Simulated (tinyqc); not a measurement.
Concentration-dependent dopant diffusion with charged defects and the built-in field: one step, computed by the program tinyqc. Command: `OMP_NUM_THREADS=1 python tinyqc.py 3016652 3016653 out.jsonl extrinsic walk`. One thread of a shared host (Intel(R) Xeon(R) Processor @ 2.30GHz), about 0.1 s of CPU time with the checks.

A constant source C_s feeds a half space. The dopant moves through neutral point defects and through charged ones, whose number grows with the majority carrier density n.

Question. Diffusivity at the surface. n = C/2 + sqrt(C^2/4 + n_i^2); D(C) = h [Dx + D1 (n/n_i)], h = 1 + C/sqrt(C^2 + 4 n_i^2).

Inputs (values chosen for the exercise, modelled on arsenic in silicon): surface concentration C_s = 1e+20 1/cm^3; temperature T = 1075 C.

Field enhancement: on.

n_i = 1.053952e+19 1/cm^3

partial diffusivities (cm^2/s): Dx 1.255839e-15, D1 9.048190e-15

intrinsic diffusivity D_i = 1.030403e-14 cm^2/s

Give: n/n_i; field factor h; surface diffusivity D_s; enhancement D_s/D_i.

Answer.

n/n_i = 9.592

field factor h = 1.978

surface diffusivity D_s = 1.742e-13 cm^2/s

enhancement D_s/D_i = 16.91

C_s is 9.49 times n_i: diffusion is extrinsic near the surface. At such a C_s dopants can cluster or exceed their solubility, which the model leaves out.
